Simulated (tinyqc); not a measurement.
# Stability and critical current from long pulses

Question. For long pulses a magnetic tunnel junction switches at I = Ic0 [1 - ln(tp/t0)/Delta]. Find Ic0 and Delta.

Values chosen for this exercise:
```
symbol,value,unit,meaning
t0,1,ns,attempt time
```

switching current for pulses of 0.0001 and 1 s (uA): 48.032232  42.558408

Answer. I is linear in ln tp: it equals Ic0 at tp = t0, and the slope is -Ic0/Delta.

Ic0 = 54.9 uA
Delta = 92.3

tinyqc, about 0.01 s, one thread, Intel Xeon 2.30GHz (shared host): `OMP_NUM_THREADS=1 python tinyqc.py 2450108 2450109 out.jsonl`
